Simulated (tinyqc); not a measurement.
Inside a calculation. Model: Weibull analysis of times to dielectric breakdown, with area scaling.

Program tinyqc, `OMP_NUM_THREADS=1 python tinyqc.py 2070087 2070088 out.jsonl`; Intel Xeon 2.30GHz, shared host, one thread, about 0.01 s. Printed values are rounded.

Breakdown times follow F(t) = 1 - exp(-(t/t63)^beta). The 9 times below were drawn at random from beta = 2.3, t63 = 640 s and are treated as data; all samples failed.

Values chosen for this exercise: area of a test capacitor A1 = 8200 um^2; gate area of the product A2 = 1.5e6 um^2; allowed share of failed products Fp = 1e-5.

## Median ranks and the Weibull scale

t, i 1 to 9 (s): [156, 265, 305, 360, 459, 553, 668, 793, 959]

F_i = (i - 0.3)/(n + 0.4) for the sorted times, W_i = ln(-ln(1 - F_i)).

F, i 1 to 9: [0.0744681, 0.1808511, 0.2872340, 0.3936170, 0.5000000, 0.6063830, 0.7127660, 0.8191489, 0.9255319]
W, i 1 to 9: [-2.558941, -1.611994, -1.082929, -0.692660, -0.366513, -0.070018, 0.221108, 0.536541, 0.954505]
ln t, i 1 to 9: [5.049856, 5.579730, 5.720312, 5.886104, 6.129050, 6.315358, 6.504288, 6.675823, 6.865891]

## Straight-line fit

Least squares of W on ln t: beta = sum (x - mean x)(W - mean W)/sum (x - mean x)^2 with x = ln t, and ln t63 = mean x - mean W/beta.

beta = 1.896265
t63 = 575.0187 s

beta is 18 % below the value that made the data and t63 10 % below it.

## Iteration 1: likelihood estimate of beta

beta at the start = 1.9

Maximum likelihood: a(beta) = 1/beta with a = sum t^beta ln t/sum t^beta - mean ln t. Newton step: beta(new) = beta - [a - 1/beta]/[v + 1/beta^2], v the variance of ln t under the weights t^beta.

beta after iteration 1 = 2.134194

## Iteration 2: likelihood estimate of beta

As before.

beta after iteration 2 = 2.159879

## Course of the iteration

Stop when beta changes by less than 1e-9, or after 40 iterations.

Course of the iteration:
```
iteration      beta   change
1          2.134194    0.234
2          2.159879   0.0257
3          2.160135  2.57e-4
4          2.160135  2.51e-8
5          2.160135  < 1e-13
```

Converged in 5 iterations.

## Scale parameter and projection to the product

converged beta = 2.160135

t63 = (mean of t^beta)^(1/beta). Defects are spread at random, so -ln(1 - F) is proportional to the area: t63(A2) = t63 (A1/A2)^(1/beta), and the time to the share Fp is t63(A2) (-ln(1 - Fp))^(1/beta).

t63 = 569.1395 s
t63 of the product = 51.04270 s
time to Fp = 0.2473231 s
decades lost against t63 = 3.361954

The straight-line values give 0.0851 s for the time to Fp and the values that made the data 0.445 s: with 9 samples beta is uncertain by about 0.78/sqrt(n) = 26 %, and the projection hangs on 1/beta.
